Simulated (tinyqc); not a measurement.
# Changing the power supplied per electron P

Model: decay of LO phonons and the hot-phonon bottleneck in the cooling of electrons. Computed by tinyqc, a small Python program. Command: `OMP_NUM_THREADS=1 python tinyqc.py 3028173 3028174 out.jsonl hotphonon sweep`. One thread of a shared host (Intel(R) Xeon(R) Processor @ 2.30GHz), about 0.01 s of CPU time with the checks.

n(E, T) = 1/(exp(E/(k_B T)) - 1) is the Bose occupation. Electrons have a temperature T_e; the LO modes within their reach share one occupation N; the decay products stay at the lattice temperature.

Inputs (values chosen for the exercise, modelled on aluminium nitride):
```
quantity,value,unit
LO energy hbar omega,111,meV
"lifetime at T = 0, tau_0",1.6,ps
weight b of the three-phonon channel,0.097,-
lattice temperature T,150,K
electron mass m*,0.323,m_0
eps_inf,4.77,-
static dielectric constant eps_s,8.42,-
electron density n,3.6e+17,1/cm^3
"density of LO modes that the electrons reach, N_m",5.2e+18,1/cm^3
```

Decay channel: two equal phonons plus a three-phonon channel.

Constants: k_B = 8.617333262e-05 eV/K; c = 299792458 m/s; e^2/(4 pi eps_0) = 14.39964548 eV angstrom; hbar^2/(2 m_0) = 3.80998212 eV angstrom^2; hbar = 6.582119569e-16 eV s; e = 1.602176634e-19 C.

Method:
- Decay rate 1/tau = (1/tau_0) [1 + 2 n_2 + b (1 + 3 n_3 + 3 n_3^2)]/(1 + b), n_2 = n(hbar omega/2), n_3 = n(hbar omega/3).
- Full width Gamma = 1/(2 pi c tau) in 1/cm, c in cm/s.
- Froehlich coupling alpha = (e^2/(4 pi eps_0)) (1/eps_inf - 1/eps_s) k_0/(2 hbar omega), k_0 = sqrt(m* hbar omega/(hbar^2/(2 m_0))); emission time tau_sp = hbar/(2 alpha hbar omega); bottleneck ratio r = (n/N_m) tau/tau_sp.
- Net emission per electron: [(N + 1) x - N]/tau_sp with x = exp(-hbar omega/(k_B T_e)), a simple two-level balance; steady state of the modes: n [(N + 1) x - N]/tau_sp = N_m (N - N_0)/tau; power per electron P = hbar omega [(N + 1) x - N]/tau_sp.
- With p = P tau_sp/(hbar omega): N = N_0 + r p and x = (p + N)/(N + 1); without hot phonons N = N_0. The mode temperature T_LO solves n(hbar omega, T_LO) = N.

One run for each value:
```
power supplied per electron P (nW),electron temperature T_e (K),T_e without hot phonons (K),mode temperature T_LO (K),LO occupation N
0.18,194.12,154.46,192.94,0.00126
0.35,213.16,158.03,211.62,0.00228
1.30,268.62,172.25,266.03,0.00796
2.50,309.69,184.11,306.23,0.01513
4.70,363.21,199.23,358.43,0.02827
9.00,440.46,219.27,433.43,0.05397
17.00,551.80,244.41,540.79,0.10178
33.00,733.91,278.52,714.53,0.19739
```

Give the missing row, power supplied per electron P (nW) = 0.67.

Computed row; columns: (1) power supplied per electron P (nW); (2) electron temperature T_e (K); (3) T_e without hot phonons (K); (4) mode temperature T_LO (K); (5) LO occupation N:
```
(1)      (2)     (3)     (4)      (5)
0.67  237.06  163.66  235.09  0.00419
```

Interpolating between the two neighbouring rows (the first column on a logarithmic scale, the others too where they are positive) misses most in LO occupation N, by 0.94 %. Over the rows, electron temperature T_e (K) rises from 194 to 734 (exponent d ln y / d ln x 0.14 between the first rows and 0.43 between the last); T_e without hot phonons (K) rises from 154 to 279 (exponent d ln y / d ln x 0.034 between the first rows and 0.20 between the last); mode temperature T_LO (K) rises from 193 to 715 (exponent d ln y / d ln x 0.14 between the first rows and 0.42 between the last).

Caution (all rows): alpha is above 1/2, so hbar/tau_sp exceeds hbar omega and the emission time, a weak-coupling result, is only rough.
